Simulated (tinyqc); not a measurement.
Wafer bonding and layer transfer: bond energy, gap closing, particles, bonding of dissimilar wafers and hydrogen blisters: one step, computed by the program tinyqc. Command: `OMP_NUM_THREADS=1 python tinyqc.py 3013577 3013578 out.jsonl bond walk`. One thread of a shared host (Intel(R) Xeon(R) Processor @ 2.30GHz), about 0.01 s of CPU time with the checks.

gamma is the energy per area of each of the two surfaces; plates are isotropic.

Question. Void around a particle. E' = E1/(1 - nu^2), equal wafers assumed. Void radius in the plate regime: R_v = [(2/3) E' t1^3/gamma]^(1/4) h^(1/2). Below h_crit = 5 sqrt(t1 gamma/E') the wafers deform locally and R_v is of the order of h (taken as h).

Inputs (values chosen for the exercise, for model wafers):
```
quantity,value,unit
Young's modulus E1,135,GPa
Poisson ratio nu,0.26,-
thickness t1,625,micrometre
particle radius h,0.38,micrometre
```

bond energy gamma = 0.4300187 J/m^2

Give: critical particle radius; void radius.

Answer.

critical particle radius = 0.2154 micrometre

void radius = 1677 micrometre

The void is 4400 times the particle.
